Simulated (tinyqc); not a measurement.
From results back to parameters: band-to-band tunnelling across a p-n junction in a two-band chain. Five cases, with inputs chosen for the exercise.

Problem. In a uniform field T = exp(-B/F), B = (pi/4) sqrt(m/c) Eg^(3/2), c = hbar^2/2m0, 1 V/angstrom = 100 MV/cm. m is the band-edge mass, the same for both bands (twice the reduced mass). The ratio below comes from a hidden m.

Constants: hbar^2/2m0 = 3.80998211 eV angstrom^2.

Find: B; m.

Method. B is the logarithm over 1/F1 - 1/F2, and m = c (4B/pi)^2/Eg^3 with B in V/angstrom.

Case 1.

Values chosen (out of a larger set: gap and mass near those of InAs; not measured data):
- Eg = 0.375 eV (gap)
- F1 = 1.04 MV/cm (first field)
- F2 = 2.25 MV/cm (second field)

ln(T2/T1) = 0.740202

Solution.

B = 1.431 MV/cm
m = 0.0240 m0

Case 2.

Values chosen (out of a larger set: gap and mass near those of GaAs; not measured data):
- Eg = 1.357 eV (gap)
- F1 = 1.12 MV/cm (first field)
- F2 = 3.44 MV/cm (second field)

ln(T2/T1) = 10.751593

Solution.

B = 17.855 MV/cm
m = 0.0788 m0

Case 3.

Values chosen (out of a larger set: gap and mass near those of Ge (direct gap); not measured data):
- Eg = 0.834 eV (gap)
- F1 = 1.33 MV/cm (first field)
- F2 = 2.73 MV/cm (second field)

ln(T2/T1) = 2.309526

Solution.

B = 5.990 MV/cm
m = 0.0382 m0

Case 4.

Values chosen (out of a larger set: gap and mass near those of GaSb; not measured data):
- Eg = 0.719 eV (gap)
- F1 = 1.13 MV/cm (first field)
- F2 = 2.7 MV/cm (second field)

ln(T2/T1) = 2.620703

Solution.

B = 5.093 MV/cm
m = 0.0431 m0

Case 5.

Values chosen (out of a larger set: gap and mass near those of InGaAs; not measured data):
- Eg = 0.715 eV (gap)
- F1 = 0.9 MV/cm (first field)
- F2 = 2.58 MV/cm (second field)

ln(T2/T1) = 3.725405

Solution.

B = 5.149 MV/cm
m = 0.0448 m0

Computed by tinyqc, one run a case: `OMP_NUM_THREADS=1 python tinyqc.py N N+1 out.jsonl` with N = 1451533, 1451540, 1451545, 1451564, 1451629; one thread of a shared Intel(R) Xeon(R) Processor @ 2.30GHz, about 0.01 s a run at most.
